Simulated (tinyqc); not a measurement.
Berg model of reactive sputtering of a nitride or oxide: poisoning, hysteresis and pumping speed: one step, computed by the program tinyqc. Command: `OMP_NUM_THREADS=1 python tinyqc.py 3003573 3003574 out.jsonl berg walk`. One thread of a shared host (Intel(R) Xeon(R) Processor @ 2.30GHz), about 0.06 s of CPU time with the checks.

A diatomic gas reacts with bare metal on the target and on the collecting surfaces; ions remove metal and compound from the target. theta_t and theta_c are the compound fractions.

Problem. Steady state at the pressure P. Ion flux j = J/e; gas flux F = P/sqrt(2 pi M k_B T). Target: (2/z) alpha F (1 - theta_t) = j Y_c theta_t. Sputtered flows F_c = j Y_c theta_t A_t, F_m = j Y_m (1 - theta_t) A_t. Collector: (2/z) alpha F (1 - theta_c) A_c + F_c (1 - theta_c) = F_m theta_c. Gas use Q = alpha F [(1 - theta_t) A_t + (1 - theta_c) A_c] + P S/(k_B T); 1 sccm = 4.4780e17 molecules/s. Rate R = F_m + F_c, given relative to j Y_m A_t.

Inputs (values chosen for the exercise, close to those used for tantalum nitride):
```
quantity                          value     unit
ion current density J                26  mA/cm^2
target area A_t                     200     cm^2
collecting area A_c                4200     cm^2
metal yield Y_m                    0.58        -
compound yield Y_c                 0.22        -
sticking coefficient alpha         0.12        -
reactive atoms per metal atom z       1        -
gas mass M                           28        u
pumping speed S                      62      l/s
gas temperature T                   300        K
reactive partial pressure P      0.0029       Pa
```

Constants: e = 1.602176634e-19 C; u = 1.6605390666e-27 kg; k_B = 1.380649e-23 J/K.

Give: ion flux j; gas flux F; theta_t; theta_c; gas use; total flow Q; rate relative to clean metal.

Solution.

ion flux j = 1.623e+17 1/(cm^2 s)

gas flux F = 8.337e+15 1/(cm^2 s)

theta_t = 0.05307

theta_c = 0.3301

gas use (sccm): target 0.423, collector 6.286, pump 0.097

total flow Q = 6.806 sccm

rate relative to clean metal = 0.9671

The target is mostly metallic. The film is 33.0 % compound.
